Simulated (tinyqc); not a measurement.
Precursor delivery and alloy composition in metal-organic vapour-phase epitaxy: one step, computed by the program tinyqc.

Carrier gas leaves each bubbler saturated. Group-III species cross a boundary layer and react at the surface; element 2 can also desorb. The film is (1)_(1-x) (2)_x V with a zinc-blende cell.

Task: Composition and growth rate. Loss of element 2 is r x with r = prefactor x exp(-energy/(k_B T)). Then x = (g2 - r x)/(g1 + g2 - r x), or r x^2 - (g1 + g2 + r) x + g2 = 0, smaller root; growth rate G = g1/(1 - x) layers/s; one layer is a/2 thick, 1 angstrom/s = 0.36 um/h. Temperatures in kelvin are T(C) + 273.15. Distribution coefficient = [x/(1 - x)]/[x_g/(1 - x_g)], x_g = g2/(g1 + g2).

Inputs (values chosen for the exercise, close to those used for AlGaAs from TMAl and TMGa):

| quantity | value | unit |
|---|---|---|
| source 1: bath temperature | 20 | C |
| source 2: bath temperature | -6 | C |
| prefactor of the loss of element 2 | 3.1e+16 | layers/s |
| energy of the loss | 3.58 | eV |
| lattice constant a | 5.655 | angstrom |
| growth temperature T | 630 | C |

arrival rates (layers/s): g1 1.374610, g2 3.636822

Constants: k_B = 8.617333262e-05 eV/K.

Give: loss rate r; solid share x; growth rate G; distribution coefficient.

Result:

loss rate r = 3.2671e-04 layers/s

solid share x = 0.72569

growth rate G = 5.1009 um/h

distribution coefficient = 0.99993

Desorption is negligible, so the solid copies the gas. Caution: trimethylaluminium is largely a dimer in the vapour, which would double its metal flow; it is counted as a monomer here. Caution: the lattice constant is held fixed as x changes, delta does not respond to the flow, both precursors share one D and k_s, and gas-phase side reactions are left out.
